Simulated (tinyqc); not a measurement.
Oxidation of curved silicon (wires and holes): cylindrical Deal-Grove kinetics with stress-retarded reaction: one step, computed by the program tinyqc. Command: `OMP_NUM_THREADS=1 python tinyqc.py 3028219 3028220 out.jsonl wireox walk`. One thread of a shared host (Intel(R) Xeon(R) Processor @ 2.30GHz), about 0.02 s of CPU time with the checks.

Silicon fills r > a and oxide b < r < a. One volume of silicon gives 2.25 volumes of oxide, and the length is fixed.

Problem. Rate at the start. Geometry: b^2 = b0^2 - 1.25 (a^2 - a0^2), b0 = a0 - x_i. Rate of oxide made per interface area: q = 1/[1/k + 2 a |ln(b/a)|/B], and |da/dt| = q/2.25. Reaction k = (B/A) exp(-sigma V_k/(k_B T)). New oxide pushes the old with radial speed u = 1.25 |da/dt| at r = a; the shear stress at radius r is s_c asinh(z a^2/r^2), z = 2 eta u/(a s_c) (Eyring flow), and the compressive normal stress at the interface is sigma = |int_a^b 2 s/r dr| = s_c |F(z) - F(z a^2/b^2)|, F(y) = int_0^y asinh(w)/w dw. q and sigma are solved together. 1 MPa angstrom^3 = 6.241509e-6 eV.

Inputs (values chosen for the exercise, close to those used for silicon in dry oxygen): starting silicon radius a0 = 87 nm; starting oxide x_i = 3 nm; critical shear stress s_c = 67 MPa; activation volume V_k = 10 angstrom^3; temperature T = 875 C.

Shape: hole (concave).

B = 3306.128 nm^2/h

B/A = 6.224746 nm/h

low-stress viscosity eta = 1.068421e+16 Pa s

k_B T = 0.09893991 eV

Give: oxide radius b0; rate q without stress; normal stress sigma; factor on the reaction; rate q with stress.

Solution.

oxide radius b0 = 84 nm

rate q without stress = 6.154 nm/h

normal stress sigma = 41.65 MPa

factor on the reaction = 0.9741

rate q with stress = 5.996 nm/h
